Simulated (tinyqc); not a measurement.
Worked calculation: one-electron ion in a basis of Gaussians. Computed by tinyqc, a small Python program that keeps every step. Settings: Z = 2, l = 2. Command: `OMP_NUM_THREADS=1 python tinyqc.py 29138 29139 out.jsonl` (the two numbers bound the seeds that draw the settings). One thread of a shared host (Intel(R) Xeon(R) Processor @ 2.60GHz), about 0.01 s of CPU time with the checks.

## Matrices over normalised Gaussians

exponents of r^l exp(-a r^2) (1/bohr^2): [0.004959, 0.015040]

Z = 2

l = 2

With p = a_i + a_j and I(k) = Gamma((k+1)/2) / (2 p^((k+1)/2)): S = I(2l+2), T = (2l+3) a_i a_j S / p, V = -Z I(2l+1), each divided by sqrt(S_ii S_jj).

S:
$$\begin{pmatrix}
1.000000 & 0.598686 \\
0.598686 & 1.000000
\end{pmatrix}$$

T (hartree):
$$\begin{pmatrix}
0.017357 & 0.015629 \\
0.015629 & 0.052640
\end{pmatrix}$$

V (hartree):
$$\begin{pmatrix}
-0.119866 & -0.101903 \\
-0.101903 & -0.208748
\end{pmatrix}$$

## Generalised eigenproblem

H = T + V (hartree):
$$\begin{pmatrix}
-0.102509 & -0.086274 \\
-0.086274 & -0.156108
\end{pmatrix}$$

Solve H C = S C e through S^(-1/2); each column has its largest component positive (the first on a tie).

eigenvalues of S: [0.401314, 1.598686]

eigenvalues (hartree): [-0.157238, -0.084847]

coefficients:
$$\begin{pmatrix}
-0.155940 & 1.238688 \\
1.085528 & -0.616680
\end{pmatrix}$$

For Z = 2 and l = 2 the exact lowest level is -Z^2/(2 n^2) with n = l + 1: -0.222222 hartree.
